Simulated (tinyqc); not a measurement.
p-n diode, drift-diffusion by the Gummel loop with Scharfetter-Gummel fluxes: one step of the calculation.

Abrupt junction at x = 0, p side from -Lp, n side to Ln, ohmic contacts. psi is counted from the intrinsic level; n = ni exp((psi - phin)/Vt), p = ni exp((phip - psi)/Vt). Contacts: p side psi = V - Vt ln(Na/ni), p = Na, n = ni^2/Na; n side psi = Vt ln(Nd/ni), n = Nd, p = ni^2/Nd. Constant mobilities, D = mu Vt, Boltzmann statistics, SRH recombination through a mid-gap level, U = (n p - ni^2)/(tp (n + ni) + tn (p + ni)). Current is positive from the p contact to the n contact.

Task. Recombination and current. U_i as defined. J = Jn at the p contact + Jp at the n contact + q sum w_i U_i - q G sum w_i over the inner nodes, which avoids differences of large majority fluxes: Jn = (q mun Vt/h_0)[n_1 B(d_0) - n_0 B(-d_0)], Jp = (q mup Vt/h_last)[p_(N-1) B(d_last) - p_N B(-d_last)], d_i = (psi_(i+1) - psi_i)/Vt, B(d) = d/(exp(d) - 1), w_i = (h_(i-1) + h_i)/2.

Values chosen for this exercise; band and dielectric values close to those of silicon: temperature T = 300 K; electron mobility mun = 530 cm^2/(V s); hole mobility mup = 240 cm^2/(V s); SRH lifetime of electrons tn = 3e-10 s; SRH lifetime of holes tp = 2e-7 s; uniform generation rate G = 0 cm^-3 s^-1.

Constants: q = 1.602176634e-19 C, kB = 1.380649e-23 J/K, Vt = kB T/q. Results are converted to the units shown.

```
node  x (nm)  converged psi (V)  converged n (cm^-3)  converged p (cm^-3)
0      -1200        -0.05615146            896.24094               8.6e16
1       -610        -0.05615146          3.6975050e8         8.5999990e16
2       -305        -0.05614927          6.8370294e8         8.5992705e16
3       -149        -0.05574587          9.1654477e8         8.4661285e16
4      -68.4        -0.03596307          2.1730679e9         3.9386594e16
5      -26.9         0.15532529         3.5711655e12         2.4090439e13
6       -5.5         0.34270341         5.0190954e15         1.7140723e10
7        5.5         0.46389178         5.4513055e17          1.5776658e8
8       33.3         0.47667685         8.9388195e17          9.5737283e7
9        103         0.47685280         8.9998667e17          9.3582651e7
10       280         0.47685318         9.0000000e17          8.9762263e7
11       727         0.47685318         9.0000000e17          8.0218475e7
12      1850         0.47685318         9.0000000e17          5.6811464e7
13      4700         0.47685318                 9e17            85.640801
```

ni = 8.7793349e9 cm^-3

Find: U; Jn at the p contact; Jp at the n contact; recombination; generation; J.

Result.

U, node 0 to 13 (cm^-3 s^-1): 0  1.232e18  2.279e18  3.055e18  7.242e18  1.190e20  8.570e16  7.888e14  4.787e14  4.679e14  4.488e14  4.011e14  2.841e14  0
Jn at the p contact = 1.376e-5 A/cm^2
Jp at the n contact = 1.982e-7 A/cm^2
recombination = 9.011e-5 A/cm^2
generation = 0 A/cm^2
J = 1.041e-4 A/cm^2

Computed by the program tinyqc: `OMP_NUM_THREADS=1 python tinyqc.py 2240123 2240124 out.jsonl`, one thread of a shared Intel Xeon 2.30GHz, about 0.2 s for the whole run.
